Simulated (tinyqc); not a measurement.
Band folding and unfolding in a supercell of a chain: sweeps and comparisons. A value that a table varies takes the place of the one given here.

A chain with hopping -t and n = 2 sites a supercell. H(K) has v_j on the diagonal, -t between neighbours and -t exp(2 pi i K) on the bond that closes the cell (from the last site to the first of the next cell). The point K holds the n wave vectors k_m = (K + m)/n of the primitive zone, in 2 pi/a, m = 0 to n - 1, with E0 = -2t cos(2 pi k_m). The unfolding weight of a state c on k_m is |sum_j c_j exp(-2 pi i k_m j)|^2/n, j = 0 to n - 1.

Values chosen for the exercise: t = 0.73 eV (hopping); v = (0.285, -0.285) eV (site energies in the supercell); Kq = 0.21 2 pi/(n a) (wave vector in the small zone).

## From folded lines to real minibands

The potential is scaled by x. For the lowest level at K: energy, second-order estimate E0(k_0) + x V_0 - x^2 sum_m |V_m|^2/(E0(k_m) - E0(k_0)), weight on k_0, and width of the lowest miniband between K = 0 and 1/2.

Lowest level:
```
x      E (eV)  second order (eV)  weight on k_0  miniband width (eV)
0.00  -1.1536            -1.1536          1.000               1.4600
0.25  -1.1558            -1.1558          0.999               1.3905
0.50  -1.1624            -1.1624          0.996               1.3244
1.00  -1.1883            -1.1888          0.985               1.2026
1.50  -1.2303            -1.2328          0.969               1.0938
2.00  -1.2868            -1.2944          0.948               0.9973
3.00  -1.4359            -1.4705          0.902               0.8369
4.00  -1.6219            -1.7169          0.856               0.7123
```

Second order is -0.5 meV off at x = 1 and -35 meV at x = 3. The weight on the parent k falls to 0.99 at x = 1 and 0.86 at x = 4, and the miniband narrows from 1.460 to 0.712 eV as the state gathers on the low sites. While the weight stays near one the primitive band is still the right picture and the folded copies carry little spectral weight.

## What each change does

The two lowest levels at K and the weight of the lowest on k_0. Each row changes one parameter from the base and keeps the others.

Results:
```
case                    level 1 (eV)  level 2 (eV)  weight
base                         -1.1883        1.1883  0.9854
t = 0.803 eV                 -1.3006        1.3006  0.9878
v = (-0.285, 0.285) eV       -1.1883        1.1883  0.9854
Kq = 0.395 2 pi/(n a)        -0.5522        0.5522  0.9282
```

The largest shifts from the base row, up to three for each result and ties (the steps differ in size, so this ranks the rows, not the parameters). level 1 (eV): Kq +0.6362, t -0.1123; unchanged at the printed digits by v. level 2 (eV): Kq -0.6362, t +0.1123; unchanged at the printed digits by v. weight: Kq -0.0572, t +0.0024; unchanged at the printed digits by v.

Program tinyqc; command `OMP_NUM_THREADS=1 python tinyqc.py 1481692 1481693 out.jsonl`; about 0.01 s on one thread of a shared Intel(R) Xeon(R) Processor @ 2.30GHz.
